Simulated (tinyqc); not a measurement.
Solid against vapour: precursor delivery by bubblers, mass-transport growth and the solid composition of a III-V alloy. Computed by tinyqc, a small Python program. Command: `OMP_NUM_THREADS=1 python tinyqc.py 3014660 3014661 out.jsonl movpe_thermo walk`. One thread of a shared host (Intel(R) Xeon(R) Processor @ 2.30GHz), about 0.01 s of CPU time with the checks.

1 sccm = 44.615 micromol/min; 1 torr = 133.322 Pa. The sources decompose fully at the surface.

Inputs (values chosen for the exercise, modelled on triethylgallium (source 1) and trimethylindium (source 2) for the vapour pressures): growth temperature T = 910 K; interaction L0 of the solid = 4.52 kJ/mol; exchange energy dG_x of AC + (1/2) D2 -> AD + (1/2) C2 = 3.9 kJ/mol.

Alloy: mixing on the group-V sites.

Constants: R = 8.314462618 J/(mol K).

Method. At high V/III the group-V pressures at the surface equal those supplied, as dimers: p_D2/p_C2 = x_v/(1 - x_v). Equilibrium of the solid AC(1-x)D(x), A standing for the mix of both group-III metals: ln[x/(1 - x)] + L0 (1 - 2x)/(R T) = -dG_x/(R T) + (1/2) ln[x_v/(1 - x_v)].

Composition:

| x_v | x | x for L0 = 0 | x/x_v |
|---|---|---|---|
| 0.02 | 0.04733 | 0.07861 | 2.3663 |
| 0.05 | 0.07629 | 0.12050 | 1.5257 |
| 0.10 | 0.11119 | 0.16602 | 1.1119 |
| 0.25 | 0.19282 | 0.25640 | 0.7713 |
| 0.50 | 0.32689 | 0.37392 | 0.6538 |
| 0.75 | 0.51206 | 0.50846 | 0.6828 |
| 0.90 | 0.69288 | 0.64179 | 0.7699 |
| 0.95 | 0.78547 | 0.72247 | 0.8268 |
| 0.98 | 0.86623 | 0.80697 | 0.8839 |

What does the comparison show, and why?

dG_x = 3.9 kJ/mol favours AC: at x_v = 1/2 the ideal solid has x = 0.374. The positive L0 pushes x away from 1/2, to 0.327, and steepens the curve near x = 1/2; at L0 = 2 R T = 15.1 kJ/mol the slope would diverge.
